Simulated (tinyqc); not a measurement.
Schottky diode by thermionic emission with image-force lowering and series resistance: one step of the calculation.

Metal on an n-type semiconductor with one parabolic valley; V > 0 is forward bias (metal positive). I = I0 [exp(Vj/(n Vt)) - 1] with Vj = V - I Rs; I0 = S A* T^2 exp(-(phi - dphi)/Vt), the lowering dphi taken at zero bias.

Task. Current and small-signal resistance. I = I0 [exp(Vj/(n Vt)) - 1], dV/dI = Rs + n Vt/(I + I0).

Inputs (values chosen for the exercise); band and dielectric values close to those of indium phosphide: temperature T = 400 K; ideality factor n = 1.2; series resistance Rs = 1 ohm.

Constants: q = 1.602176634e-19 C, kB = 1.380649e-23 J/K, Vt = kB T/q. Results are converted to the units shown.

I0 = 5.4190089e-9 A
converged Vj = 0.76703525 V

Wanted: I; drop over Rs; dV/dI.

Result.

I = 612.96 mA
drop over Rs = 0.61296 V
dV/dI = 1.0675 ohm

Numbers from tinyqc (`OMP_NUM_THREADS=1 python tinyqc.py 2640151 2640152 out.jsonl`; about 0.01 s on one thread of a shared Intel Xeon 2.30GHz).
